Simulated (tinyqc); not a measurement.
Inside a calculation. Method: plane-wave Kohn-Sham cycle with exchange-only LDA in a layered model solid. One step of it, computed by the program tinyqc.

Question. Iteration 2: Hamiltonian at one k. H(m,m') = (k + G_m)^2/2 delta + V(G_m - G_m'), with V(-G) = V(G).

A solid whose potential varies along x alone (atomic units):
```
parameter                      value
period a                   16.400000
cross-section of the cell  24.000000
electrons per cell                 4
grid points                       16
plane waves -n..n, n               2
k points                           2
V1 in V1 cos(2 pi x/a)     -0.590000
V2 in V2 cos(4 pi x/a)     -0.030000
```

V(G_m), m = 0, 1, 2, ... (hartree): -0.212793  -0.238155  -0.011132  -0.001567  0.000422

k = 0.250000 2 pi / a

Give: H.

Answer.

H (hartree), lower triangle:
```
         -2       -1       +0       +1      +2
-2   0.0120
-1  -0.2382  -0.1715
+0  -0.0111  -0.2382  -0.2082
+1  -0.0016  -0.0111  -0.2382  -0.0981
+2   0.0004  -0.0016  -0.0111  -0.2382  0.1587
```
